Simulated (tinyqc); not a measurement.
# p-n diode, drift-diffusion by the Gummel loop with Scharfetter-Gummel fluxes: effects of single changes

Abrupt junction at x = 0, p side from -Lp, n side to Ln, ohmic contacts. psi is counted from the intrinsic level; n = ni exp((psi - phin)/Vt), p = ni exp((phip - psi)/Vt). Contacts: p side psi = V - Vt ln(Na/ni), p = Na, n = ni^2/Na; n side psi = Vt ln(Nd/ni), n = Nd, p = ni^2/Nd. Constant mobilities, D = mu Vt, Boltzmann statistics, SRH recombination through a mid-gap level, U = (n p - ni^2)/(tp (n + ni) + tn (p + ni)). Current is positive from the p contact to the n contact.

Values chosen for this exercise; band and dielectric values close to those of cadmium telluride: temperature T = 300 K; band gap Eg = 1.51 eV; relative permittivity eps_r = 10.2; conduction-band density of states at T Nc = 7.89e17 cm^-3; valence-band density of states at T Nv = 1.83e19 cm^-3; acceptor density of the p side Na = 1.2e17 cm^-3; donor density of the n side Nd = 3.4e15 cm^-3; electron mobility mun = 810 cm^2/(V s); hole mobility mup = 68 cm^2/(V s); SRH lifetime of electrons tn = 9e-9 s; SRH lifetime of holes tp = 6e-9 s; length of the p side Lp = 0.72 um; length of the n side Ln = 2.1 um; uniform generation rate G = 0 cm^-3 s^-1.

Constants: q = 1.602176634e-19 C, kB = 1.380649e-23 J/K, Vt = kB T/q, eps0 = 8.8541878128e-14 F/cm where lengths are in cm. Results are converted to the units shown.

Each table varies one quantity; the others keep the values above.

## Current against voltage in the dark

ni = sqrt(Nc Nv) exp(-Eg/(2 Vt)), Eg in volts. Poisson and both continuity equations are solved self-consistently with Scharfetter-Gummel fluxes on a graded mesh of 500 nodes. J_scr is q times the integral of U between -xp and xn. Ideal diffusion current J_id = q ni^2 [Dn coth(wp/Le)/(Le Na) + Dp coth(wn/Lh)/(Lh Nd)] (exp(V/Vt) - 1), Le = sqrt(Dn tn), Lh = sqrt(Dp tp), wp = Lp - xp, wn = Ln - xn, with xp and xn from the depletion approximation (W = sqrt(2 eps0 eps_r (Vbi - V)(1/Na + 1/Nd)/q), xp = W Nd/(Na + Nd), xn = W Na/(Na + Nd), Vbi = Vt ln(Na Nd/ni^2)). Ideality factor = 0.004 V/(Vt ln[J(V + 0.004 V)/J(V)]). Here G = 0.

In this table G = 0 cm^-3 s^-1.

Results:

| V (V) | J (A/cm^2) | ideality factor | J_scr/J (%) | J_id (A/cm^2) | share recombining at the contacts (%) | larger minority/doping at -xp and xn |
|---|---|---|---|---|---|---|
| 0.25 | 3.90e-9 | 1.93 | 100 | 1.27e-14 | 1.92e-4 | 1.30e-15 |
| 0.47 | 3.23e-7 | 1.92 | 100 | 6.25e-11 | 0.0111 | 6.33e-12 |
| 0.58 | 3.01e-6 | 1.90 | 99.9 | 4.38e-9 | 0.0825 | 4.40e-10 |
| 0.68 | 2.36e-5 | 1.86 | 99.1 | 2.09e-7 | 0.495 | 2.08e-8 |
| 0.79 | 2.48e-4 | 1.73 | 94.2 | 1.46e-5 | 3.23 | 1.43e-6 |
| 0.9 | 0.00358 | 1.43 | 71.8 | 0.00103 | 15.4 | 9.67e-5 |
| 1.01 | 0.102 | 1.15 | 31.6 | 0.0719 | 37.0 | 0.00624 |
| 1.12 | 4.25 | 1.21 | 7.55 | 5.03 | 56.2 | 0.273 |

Estimate the missing row, V = 0.36 V.

Computed row:

| V (V) | J (A/cm^2) | ideality factor | J_scr/J (%) | J_id (A/cm^2) | share recombining at the contacts (%) | larger minority/doping at -xp and xn |
|---|---|---|---|---|---|---|
| 0.36 | 3.54e-8 | 1.93 | 100 | 8.91e-13 | 0.00147 | 9.07e-14 |

With this row back in the table: J rises from 3.90e-9 to 4.25 A/cm^2; the ideality factor goes from 1.93 through a minimum of 1.15 (at V = 1.01 V among the rows listed) to 1.21. Recombination in the depleted layer carries over half of the current up to V = 0.9 V, where the factor is 1.43; it grows roughly as exp(V/2 Vt), so diffusion overtakes it. Where the factor is lowest (V = 1.01 V), J is 41 % above the ideal diffusion current. From V = 1.12 V on the minority density at an edge of the layer exceeds a tenth of the doping, and in the last row J is 16 % below the ideal value.

## Effect of the hole mobility at fixed bias

Same model as above.

In this table V = 0.76 V.

Results:

| mup (cm^2/(V s)) | J (A/cm^2) | ideality factor | J_scr/J (%) | J_id (A/cm^2) | share recombining at the contacts (%) | larger minority/doping at -xp and xn |
|---|---|---|---|---|---|---|
| 6.8 | 1.26e-4 | 1.81 | 98.2 | 2.37e-6 | 1.14 | 3.75e-7 |
| 11 | 1.26e-4 | 1.81 | 98.0 | 2.62e-6 | 1.16 | 4.01e-7 |
| 18 | 1.27e-4 | 1.80 | 97.7 | 2.96e-6 | 1.21 | 4.20e-7 |
| 30 | 1.27e-4 | 1.79 | 97.4 | 3.42e-6 | 1.36 | 4.35e-7 |
| 83 | 1.29e-4 | 1.78 | 96.1 | 5.02e-6 | 2.24 | 4.53e-7 |
| 140 | 1.31e-4 | 1.76 | 95.0 | 6.57e-6 | 3.28 | 4.58e-7 |

Estimate the missing row, mup = 50 cm^2/(V s).

Computed row:

| mup (cm^2/(V s)) | J (A/cm^2) | ideality factor | J_scr/J (%) | J_id (A/cm^2) | share recombining at the contacts (%) | larger minority/doping at -xp and xn |
|---|---|---|---|---|---|---|
| 50 | 1.28e-4 | 1.79 | 96.9 | 4.06e-6 | 1.66 | 4.46e-7 |

With this row back in the table: As mup rises from 6.8 to 140, J rises from 1.26e-4 to 1.31e-4 A/cm^2, the share of the depleted layer falls from 98.2 to 95.0 % and the share lost at the contacts rises from 1.14 to 3.28 %. The exponent d ln J/d ln mup is 0.01 between the first two rows and 0.02 between the last two. J less J_scr is 0.84 % below J_id in the last row.

Computed by the program tinyqc: `OMP_NUM_THREADS=1 python tinyqc.py 2240145 2240146 out.jsonl`, one thread of a shared Intel Xeon 2.30GHz, about 0.2 s for the whole run.
